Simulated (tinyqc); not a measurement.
Fermi level against carrier density: pi bands of a honeycomb layer in tight binding.

Constants: hbar^2/2m0 = 3.80998211 eV angstrom^2.

Parameters, chosen for this exercise (out of a larger set: of the size used for graphene; not measured data): D = 0.039 eV (+D on A, -D on B).

hbar v = 6.56170 eV angstrom

Cone with four flavours: n = kF^2/pi, EF = sqrt(D^2 + (hbar v kF)^2), density of states 2 EF/(pi (hbar v)^2), quantum capacitance e^2 times it (1 e^2/(eV angstrom^2) = 1602.177 microF/cm^2), cyclotron mass 2c EF/(hbar v)^2, c = hbar^2/2m0; 1e12/cm^2 = 1e-4/angstrom^2.

Filling:
```
n (1e12/cm^2),kF (1/angstrom),EF (eV),Cq (microF/cm^2),cyclotron mass (m0)
0.10,0.00560,0.0536,1.270,0.0095
0.25,0.00886,0.0700,1.659,0.0124
0.50,0.01253,0.0910,2.156,0.0161
1.00,0.01772,0.1227,2.906,0.0217
2.00,0.02507,0.1690,4.004,0.0299
4.00,0.03545,0.2359,5.587,0.0417
10.00,0.05605,0.3698,8.761,0.0655
20.00,0.07927,0.5216,12.356,0.0923
```

From 1 to 4e12/cm^2 EF rises by a factor 1.923, less than two because the gap 2D = 0.078 eV still counts. Capacitance and mass grow in proportion to EF counted from mid-gap, so hardly at all while a large gap term dominates it; in a parabolic band both are constant; Cq is 2.91 microF/cm^2 at 1e12/cm^2, against 3.45 for 1 nm of a dielectric with eps = 3.9.

Program tinyqc; command `OMP_NUM_THREADS=1 python tinyqc.py 1451301 1451302 out.jsonl`; about 0.01 s on one thread of a shared Intel(R) Xeon(R) Processor @ 2.30GHz.
